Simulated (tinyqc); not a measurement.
From one set of inputs to another, one input at a time: grain-boundary trapping model (Seto) of a polycrystalline semiconductor film. Computed by tinyqc, a small Python program. Command: `OMP_NUM_THREADS=1 python tinyqc.py 3000255 3000256 out.jsonl poly ladder`. One thread of a shared host (Intel(R) Xeon(R) Processor @ 2.30GHz), about 0.01 s of CPU time with the checks.

Grains of equal size L are joined by thin boundaries with one trap level. Trapped carriers deplete a width W on each side and raise a barrier, crossed by thermionic emission. Dopants are fully ionised, statistics are non-degenerate and mu_g does not depend on T.

The inputs printed are set A. Set A is modelled on polycrystalline silicon; the values taken over come from a set modelled on polycrystalline germanium. Inputs not listed in the table keep their values of set A, so the rows need not describe a real material.

Inputs (values chosen for the exercise, modelled on polycrystalline silicon):

| quantity | value | unit |
|---|---|---|
| permittivity eps | 11.7 | - |
| effective mass m | 0.39 | m_0 |
| effective density of states at 300 K, N_c | 2e+19 | 1/cm^3 |
| grain size L | 89 | nm |
| trap density Q_t | 3.6e+12 | 1/cm^2 |
| trap level E_t below the band edge | 0.5 | eV |
| doping N | 5.8e+17 | 1/cm^3 |
| mobility inside the grains mu_g | 84 | cm^2/(V s) |
| temperature T | 250 | K |

Grain interior: resistance included.

Constants: k_B = 8.617333262e-05 eV/K; e = 1.602176634e-19 C; eps_0 = 8.8541878128e-12 F/m; m_0 = 9.1093837015e-31 kg; k_B = 1.380649e-23 J/K.

Method. N_c(T) = N_c (T/300 K)^(3/2). Filled traps Q = Q_t/(1 + (1/2) exp((E_t* - E_F)/k_B T)), where E_t* = e V_B - E_t and E_F are counted from the band edge at the grain centre. Partial depletion: Q = 2 N W, V_B = e N W^2/(2 eps eps_0), E_F = k_B T ln(N/N_c); solve for W. If that W would exceed L/2 the grain is fully depleted: W = L/2, Q = N L, and E_F follows from the trap equation. Centre density n_0 = N_c exp(E_F/k_B T). Boundary: sigma_b = L e^2 n_0 exp(-e V_B/k_B T)/sqrt(2 pi m k_B T); drift through the grain, depleted parts included: rho_g = [(1 - 2W/L) + (2W/L) int_0^1 exp(y^2 s^2) ds]/(e n_0 mu_g); rho = 1/sigma_b + rho_g. Mean carrier density n_av = n_0 [(1 - 2W/L) + (2W/L) (sqrt(pi)/2) erf(y)/y], y = sqrt(e V_B/k_B T); effective mobility 1/(e n_av rho).

Each row keeps all changes above it:

| input moved | from | to | effective mobility (cm^2/(V s)) | barrier V_B (V) | mean carrier density (1/cm^3) |
|---|---|---|---|---|---|
| set A | - | - | 4.4646e-05 | 0.38411 | 2.7863e+17 |
| trap level E_t below the band edge (eV) | 0.5 | 0.22 | 1.0091e+00 | 0.15577 | 4.1714e+17 |
| trap density Q_t (1/cm^2) | 3.6e+12 | 5.3e+11 | 7.7603e+01 | 0.00935 | 5.7241e+17 |
| grain size L (nm) | 89 | 47 | 7.2793e+01 | 0.00935 | 5.6562e+17 |
| temperature T (K) | 250 | 400 | 7.2558e+01 | 0.00838 | 5.7195e+17 |
| mobility inside the grains mu_g (cm^2/(V s)) | 84 | 640 | 2.9244e+02 | 0.00838 | 5.7195e+17 |
| permittivity eps | 11.7 | 16 | 3.0220e+02 | 0.00617 | 5.7395e+17 |
| doping N (1/cm^3) | 5.8e+17 | 1.2e+18 | 3.1504e+02 | 0.00316 | 1.1967e+18 |

Effective mobility goes from 4.46e-5 to 315, a factor 7.06e6 in all. The largest single move comes from trap level E_t below the band edge (a factor 22600). Barrier V_B goes from 0.384 to 0.00316, a factor 0.00822 in all. The largest single move comes from trap density Q_t (a factor 0.0600). Mean carrier density goes from 2.79e17 to 1.20e18, a factor 4.30 in all. The largest single move comes from doping N (a factor 2.09). The single moves hold for this order of the switches; the total does not depend on the order.

Caution (rows trap density Q_t, grain size L, temperature T, mobility inside the grains mu_g, permittivity eps, doping N): e V_B is below 2 k_B T, where the depletion approximation fails and the mean density does not balance the trapped charge.

Extremes, crossings and ranges named in words are read from the listed rows.
